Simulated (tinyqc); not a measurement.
From Debye to Thomas-Fermi: static screening by free carriers.

kF = (3 pi^2 n/Mv)^(1/3), EF = c kF^2/m with c = hbar^2/2m0, n in 1/angstrom^3 (1e-24 per 1/cm^3), e2 = e^2/(4 pi eps0). Thomas-Fermi: qTF^2 = 6 pi e2 n/(eps EF). Debye: qD^2 = 4 pi e2 n/(eps kB T).

F_j(eta) = (1/Gamma(j + 1)) integral_0^infinity x^j dx/(1 + exp(x - eta)), which tends to exp(eta) for eta << 0.

At finite T: qs^2 = qD^2 F_-1/2(eta)/F_1/2(eta), where n = Mv N F_1/2(eta) and N = 2 (m kB T/(4 pi c))^(3/2) with c = hbar^2/2m0, in 1/angstrom^3; times 1e24 for 1/cm^3.

Constants: hbar^2/2m0 = 3.80998211 eV angstrom^2; e^2/(4 pi eps0) = 14.39964547 eV angstrom; kB = 8.617333262e-05 eV/K.

Inputs chosen for the exercise (near those of Si; the results hold for these values, not for the real material): m = 0.3387 m0 (mass of one isotropic valley); Mv = 6 (valleys); eps = 11 (background dielectric constant); T = 77 K.

Screening lengths (angstrom):

| n (1/cm^3) | eta | Debye | Thomas-Fermi | finite T |
|---|---|---|---|---|
| 1.0e+16 | -5.95 | 200.8 | 24.77 | 200.9 |
| 8.0e+16 | -3.87 | 71.01 | 17.51 | 71.27 |
| 4.0e+17 | -2.23 | 31.76 | 13.39 | 32.33 |
| 2.0e+18 | -0.48 | 14.20 | 10.24 | 15.43 |
| 6.0e+18 | 0.98 | 8.199 | 8.528 | 10.13 |
| 2.0e+19 | 3.36 | 4.491 | 6.977 | 7.265 |
| 8.0e+19 | 9.03 | 2.245 | 5.538 | 5.567 |
| 2.0e+20 | 16.76 | 1.420 | 4.753 | 4.760 |

Debye is within 5 % of the finite-T length up to 4e+17 1/cm^3 of the densities listed and Thomas-Fermi from 2e+19 on. The length goes as n^-0.50 at the low end and n^-0.17 at the high end, against the limits -1/2 and -1/6. Both limits give too short a length.

Program tinyqc; command `OMP_NUM_THREADS=1 python tinyqc.py 1682427 1682428 out.jsonl`; about 0.01 s on one thread of a shared Intel(R) Xeon(R) Processor @ 2.30GHz.
